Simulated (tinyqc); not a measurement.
Lorentz oscillators and the Kramers-Kronig relations: sweeps and comparisons. A value that a table varies takes the place of the one given here.

eps(E) = 1 + sum_j S_j/(E0_j^2 - E^2 - i G_j E).

Kramers-Kronig: eps1(E) = 1 + (2/pi) P integral_0^infinity E1 eps2(E1)/(E1^2 - E^2) dE1. Maclaurin rule on the grid E_j = j h, j = 1 .. M: eps1(E_i) = 1 + (4 h/pi) sum over j with j - i odd of E_j eps2(E_j)/(E_j^2 - E_i^2); nothing is added above E_M.

n + i k = sqrt(eps1 + i eps2) with k >= 0; R = ((n - 1)^2 + k^2)/((n + 1)^2 + k^2) at normal incidence from vacuum; alpha = 2 E k/(hbar c), times 1e8 for 1/cm; loss function Im(-1/eps) = eps2/(eps1^2 + eps2^2).

Constants: hbar c = 1973.269805 eV angstrom.

Parameters, chosen for this exercise: E0 = (5.77) eV (resonances); G = (1.1) eV (widths); S = (47.7) eV^2 (strengths); h = 0.5 eV (grid step); M = 36 (grid points E_j = j h); E_t = 3.3 eV (energy below the first line); E = 1.36 eV (photon energy).

## Numerical transform against the formula

Every third grid point is listed; the error is the transform minus the formula.

Dielectric function:

| E (eV) | eps2 | eps1 formula | eps1 transform | error |
|---|---|---|---|---|
| 1.00 | 0.050 | 2.475 | 2.483 | 0.008 |
| 2.50 | 0.178 | 2.746 | 2.721 | -0.025 |
| 4.00 | 0.659 | 3.591 | 3.634 | 0.044 |
| 5.50 | 6.292 | 4.165 | 3.751 | -0.414 |
| 7.00 | 1.200 | -1.448 | -1.374 | 0.074 |
| 8.50 | 0.278 | -0.158 | -0.174 | -0.016 |
| 10.00 | 0.115 | 0.304 | 0.309 | 0.005 |
| 11.50 | 0.061 | 0.526 | 0.520 | -0.005 |
| 13.00 | 0.037 | 0.652 | 0.652 | 0.000 |
| 14.50 | 0.024 | 0.733 | 0.728 | -0.004 |
| 16.00 | 0.017 | 0.787 | 0.784 | -0.003 |
| 17.50 | 0.012 | 0.826 | 0.820 | -0.007 |

What can be read from the table?

The largest error listed is -0.414 at 5.50 eV. The rule samples every 2h = 1 eV and the narrowest line is 1.1 eV wide, so it is barely resolved. The grid ends at 18 eV, where eps2 is still 0.011; the error at the last point listed, nearest the missing tail, is -0.007.

## How far the spectrum must be known

The integrals are done by adaptive quadrature and cut at E_cut. f-sum share: (2/pi) integral of E eps2 over sum S. Static share: (2/pi) integral of eps2/E over eps(0) - 1.

Cut integrals:

| E_cut (eV) | eps1(E_t) | f-sum share | static share |
|---|---|---|---|
| 4.6 | 1.330 | 0.062 | 0.190 |
| 6.3 | 2.746 | 0.654 | 0.821 |
| 8.7 | 3.038 | 0.881 | 0.977 |
| 11.5 | 3.064 | 0.926 | 0.993 |
| 17.3 | 3.072 | 0.956 | 0.998 |
| 28.8 | 3.074 | 0.975 | 1.000 |

eps1(E_t) from the formula = 3.075

How do the results move?

Cut at 6.3 eV, just above the last line, eps1(E_t) lacks 0.328; cut at 28.8 eV it lacks 0.000. At 8.7 eV the static sum has reached 0.977 and the f-sum only 0.881: the f-sum weights eps2 by E and the static sum by 1/E, so the f-sum needs the far tail.

## Optical constants across the spectrum

Spectrum:

| E (eV) | eps1 | eps2 | n | k | R | loss |
|---|---|---|---|---|---|---|
| 0.87 | 2.465 | 0.043 | 1.570 | 0.014 | 0.049 | 0.007 |
| 2.05 | 2.630 | 0.126 | 1.622 | 0.039 | 0.057 | 0.018 |
| 3.23 | 3.037 | 0.317 | 1.745 | 0.091 | 0.075 | 0.034 |
| 4.41 | 4.069 | 1.075 | 2.034 | 0.264 | 0.123 | 0.061 |
| 5.59 | 3.323 | 6.985 | 2.351 | 1.485 | 0.300 | 0.117 |
| 6.77 | -1.812 | 1.670 | 0.571 | 1.462 | 0.504 | 0.275 |
| 7.95 | -0.469 | 0.430 | 0.289 | 0.743 | 0.478 | 1.061 |
| 9.13 | 0.084 | 0.184 | 0.378 | 0.243 | 0.228 | 4.500 |
| 10.31 | 0.362 | 0.099 | 0.607 | 0.082 | 0.062 | 0.704 |
| 11.49 | 0.525 | 0.061 | 0.726 | 0.042 | 0.026 | 0.218 |
| 12.67 | 0.630 | 0.041 | 0.794 | 0.026 | 0.013 | 0.102 |
| 13.85 | 0.702 | 0.029 | 0.838 | 0.017 | 0.008 | 0.058 |

How do the results move?

Among the energies listed the largest values are at (eV): eps2 5.59; n 5.59; k 5.59; R 6.77; loss 9.13. eps1 crosses zero at 5.85 and 8.88 eV; the last crossing is upward and marks the plasmon, against sqrt(sum S) = 6.91 eV for free electrons.

## What each oscillator parameter does

At the energy E. Each row changes one parameter from the base and keeps the others.

Results:

| case | eps1 | eps2 | n | k | R |
|---|---|---|---|---|---|
| base | 2.514 | 0.072 | 1.586 | 0.023 | 0.051 |
| E0 = (6.058) eV | 2.366 | 0.059 | 1.538 | 0.019 | 0.045 |
| G = (1.65) eV | 2.509 | 0.108 | 1.584 | 0.034 | 0.051 |
| S = (57.24) eV^2 | 2.816 | 0.086 | 1.678 | 0.026 | 0.064 |
| E = 1.428 eV | 2.522 | 0.077 | 1.588 | 0.024 | 0.052 |

What can be read from the table?

The largest shifts from the base row, up to three for each result and ties (the steps differ in size, so this ranks the rows, not the parameters). eps1: S +0.303, E0 -0.147, E +0.009. eps2: G +0.036, S +0.014, E0 -0.013. n: S +0.093, E0 -0.047, E +0.003. k: G +0.011, E0 -0.004, S +0.003. R: S +0.013, E0 -0.006, E +0.000; unchanged at the printed digits by G.

tinyqc: `OMP_NUM_THREADS=1 python tinyqc.py 1681995 1681996 out.jsonl`; about 0.1 s, one thread, shared Intel(R) Xeon(R) Processor @ 2.30GHz.
